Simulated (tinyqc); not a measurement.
Worked calculation: Hubbard chain of 5 sites. One step of it, computed by the program tinyqc.

Task: Mean-field iteration 3. H(up) = T + U n(down), H(down) = T + U n(up); fill the lowest levels; n(new) = n + mixing (n(out) - n); E = tr T (rho up + rho down) + U sum n_up n_down of the output.

one-body matrix (hopping and site energies) (eV), order 1, 2, 3, 4, 5:
$$\begin{pmatrix}
0.000000 & -1.740000 & 0.000000 & 0.000000 & 0.000000 \\
-1.740000 & 0.000000 & -1.740000 & 0.000000 & 0.000000 \\
0.000000 & -1.740000 & 0.000000 & -1.740000 & 0.000000 \\
0.000000 & 0.000000 & -1.740000 & 0.000000 & -1.740000 \\
0.000000 & 0.000000 & 0.000000 & -1.740000 & 0.000000
\end{pmatrix}$$

U = 5.700000 eV

electrons, up and down: [3, 3]

mixing = 1

n(up) after iteration 2: 1 0.643203, 2 0.537781, 3 0.638032, 4 0.537781, 5 0.643203

n(down) after iteration 2: 1 0.536537, 2 0.665283, 3 0.596359, 4 0.665283, 5 0.536537

Give: levels, up; levels, down; energy; n(up) after iteration 3; n(down) after iteration 3.

Result:

levels, up (eV): [0.509, 1.647, 3.174, 5.203, 6.567]

levels, down (eV): [0.328, 1.600, 3.656, 5.132, 6.384]

energy = 0.947 eV

n(up) after iteration 3: 1 0.735, 2 0.428, 3 0.674, 4 0.428, 5 0.735

n(down) after iteration 3: 1 0.615, 2 0.567, 3 0.637, 4 0.567, 5 0.615
